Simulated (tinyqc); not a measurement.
# Changing the deposition temperature T_d

Model: thermal stress, cracking, delamination and buckling of a thin film; Griffith cracks and misfitting inclusions. Computed by tinyqc, a small Python program. Command: `OMP_NUM_THREADS=1 python tinyqc.py 3015419 3015420 out.jsonl filmcrack sweep`. One thread of a shared host (Intel(R) Xeon(R) Processor @ 2.30GHz), about 0.01 s of CPU time with the checks.

Isotropic linear elasticity; the substrate is much thicker than the film; stress is positive in tension.

Inputs (values chosen for the exercise, modelled on a silicon nitride film on silicon): film Young's modulus E = 245 GPa; film Poisson ratio nu = 0.24; film expansion alpha_f = 3.14 1e-6/K; substrate expansion alpha_s = 3.4 1e-6/K; final temperature T = 300 K; intrinsic stress = 110 MPa; film thickness h = 2.3 micrometre; substrate Young's modulus E_s = 141 GPa; substrate Poisson ratio nu_s = 0.28; inclusion radius R = 0.58 micrometre.

Inclusion: long cylinder (a filled via).

Method. Thermal strain = (alpha_f - alpha_s)(T_d - T); stress = E/(1 - nu) x strain + intrinsic stress; plane-strain modulus Ebar = E/(1 - nu^2); G0 = stress^2 h/(2 Ebar) is the energy freed per area when a long strip loses its stress across its width. Film material fills a long cylinder of radius R in the substrate, with the misfit e = thermal strain (it wants to shrink if e > 0). With the axial strain held by the substrate, s0 = (1 + nu) e/[(1 + nu)(1 - 2 nu)/E + (1 + nu_s)/E_s]; inside s_rr = s_tt = s0 and s_zz = E e + 2 nu s0; outside s_rr = s0 (R/r)^2, s_tt = -s_rr. Keep-out radius: where |s_rr| falls to 10 MPa (R if it is lower at the wall).

One run for each value; columns: (1) deposition temperature T_d (K); (2) film stress (MPa); (3) G0 (J/m^2); (4) radial stress at the wall s0 (MPa); (5) keep-out radius (micrometre):
```
(1)     (2)       (3)      (4)      (5)
350  105.81  0.049524   -1.377  0.58000
419  100.03  0.044258   -3.276  0.58000
488   94.24  0.039288   -5.176  0.58000
556   88.54  0.034680   -7.048  0.58000
625   82.76  0.030297   -8.948  0.58000
694   76.98  0.026211  -10.848  0.60408
762   71.28  0.022473  -12.720  0.65414
831   65.49  0.018974  -14.620  0.70129
900   59.71  0.015771  -16.519  0.74546
```

What does the table show, and why?

Over the rows, film stress (MPa) falls from 106 to 59.7 (exponent d ln y / d ln x -0.31 between the first rows and -1.2 between the last); G0 (J/m^2) falls from 0.0495 to 0.0158 (exponent d ln y / d ln x -0.62 between the first rows and -2.3 between the last); radial stress at the wall s0 (MPa) falls from -1.38 to -16.5 (exponent d ln y / d ln x 4.8 between the first rows and 1.5 between the last). The stress changes by -0.0838 MPa per kelvin, E (alpha_f - alpha_s)/(1 - nu).

Extremes, crossings and ranges named in words are read from the listed rows.
